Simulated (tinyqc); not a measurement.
Hydrogen passivation of interface dangling bonds: competing passivation and dissociation with distributed barriers: one step, computed by the program tinyqc.

P_b + H2 gives P_bH + H at the rate k_f [H2]; P_bH gives P_b + H at the rate k_d. All defects start unpassivated. E_f and E_d are Gaussian and independent.

Task: Single barriers. [H2] = solubility factor x p; a = k_f0 [H2] exp(-E_f/(k_B T)), d = k_d0 exp(-E_d/(k_B T)). For one pair of barriers the active share is y = [d + a exp(-(a + d) t)]/(a + d). Temperatures in kelvin are T(C) + 273.15.

Inputs (values chosen for the exercise, close to those used for P_b centres at the silicon-oxide interface):

| quantity | value | unit |
|---|---|---|
| passivation prefactor k_f0 | 6.7e-07 | cm^3/s |
| mean passivation barrier E_f | 1.54 | eV |
| spread sigma_f | 0.052 | eV |
| dissociation prefactor k_d0 | 1e+12 | 1/s |
| mean dissociation barrier E_d | 2.72 | eV |
| spread sigma_d | 0.1 | eV |
| H2 in the oxide per atm, solubility factor | 3.3e+17 | 1/(cm^3 atm) |
| hydrogen pressure p | 1 | atm |
| anneal temperature T | 400 | C |
| anneal time t | 6200 | s |

Constants: k_B = 8.617333262e-05 eV/K.

Give: passivation rate a; dissociation rate d; a t; steady active share d/(a + d); active share, single barriers.

Result:

passivation rate a = 0.6529 1/s

dissociation rate d = 4.323e-09 1/s

a t = 4048

steady active share d/(a + d) = 6.621e-09

active share, single barriers = 6.621e-09

Passivation has run its course, and the balance with dissociation sets the remainder. Caution: single-barrier shares below about 1e-3 are formal; measured passivation levels off well above them.
